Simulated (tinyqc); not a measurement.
## Bulk transistor, scale length and short-channel effects: effect of the relative permittivity of the insulator

A gate, an insulator of thickness ti and a depleted layer of depth ts on a conducting body. Below threshold the potential that source and drain add obeys Laplace's equation and vanishes on the gate and at the bottom of the depleted layer. Its lowest mode decays along the channel as exp(-k y); k is the smallest positive root of the matching condition at the interface, and the scale length is Lambda = pi/k.

k is the smallest positive root of f(k) = eps_r sin(k ti) cos(k ts) + ei cos(k ti) sin(k ts). Along the channel psi(y) = s + a exp(y/l) + b exp(-y/l) with psi(0) = Vbi, psi(L) = Vbi + Vds and l = 1/k = Lambda/pi; with A = Vbi - s, B = A + Vds, x = exp(-L/l): a = (B - A x) x/(1 - x^2), b = (A - B x)/(1 - x^2). The minimum is s + 2 sqrt(a b), at y = (l/2) ln(b/a). The long-channel potential follows the gate as s = sT + (Vg - VTL)/m, and the threshold VT is the gate voltage at which the minimum equals sT. Swing = m Vt ln 10/g at threshold, g = d(minimum)/ds = 1 - (b x + a)/((1 + x) sqrt(a b)). DIBL = [VT(0.05 V) - VT(Vds)]/(Vds - 0.05 V). sT and Vbi are held fixed; m = 1 + eps_r ti/(ei ts) in each row.

Values chosen for this exercise; permittivities: semiconductor made up, insulator close to that of aluminium oxide: temperature T = 300 K; relative permittivity of the semiconductor eps_r = 19.9; insulator thickness ti = 2.4 nm; depletion depth ts = 22 nm; channel length L = 64 nm; potential of the source Vbi = 0.91 V; potential of the barrier top at threshold sT = 0.48 V; drain voltage Vds = 1 V.

Constants: q = 1.602176634e-19 C, kB = 1.380649e-23 J/K, Vt = kB T/q. Results are converted to the units shown.

Result of one run:
```
Lambda (nm)  L/Lambda  VT - VTL at Vds (mV)  DIBL (mV/V)  swing (mV/decade)
27.08           2.363                -50.98        22.84              79.25
```

Which relative permittivity of the insulator ei gave this result: 5.7, 8.5, 12 or 18?

ei = 8.5.

The whole series:
```
ei   Lambda (nm)  L/Lambda  VT - VTL at Vds (mV)  DIBL (mV/V)  swing (mV/decade)
3.9        30.89     2.072                -103.3        46.56              101.7
5.7        28.90     2.214                -71.92        32.31              88.55
8.5        27.08     2.363                -50.98        22.84              79.25
12         25.80     2.481                -39.48        17.65              73.80
18         24.64     2.598                -30.91        13.80              69.46
27         23.80     2.690                -25.67        11.45              66.60
40         23.23     2.755                -22.50        10.03              64.77
```

As ei goes from 3.9 to 40, Lambda falls from 30.9 to 23.2 nm, DIBL falls from 46.6 to 10.0 mV/V and the swing falls from 102 to 64.8 mV a decade. On average Lambda goes as ei^(-0.12).

Computed by the program tinyqc: `OMP_NUM_THREADS=1 python tinyqc.py 2420012 2420013 out.jsonl`, one thread of a shared Intel Xeon 2.30GHz, about 0.01 s for the whole run.
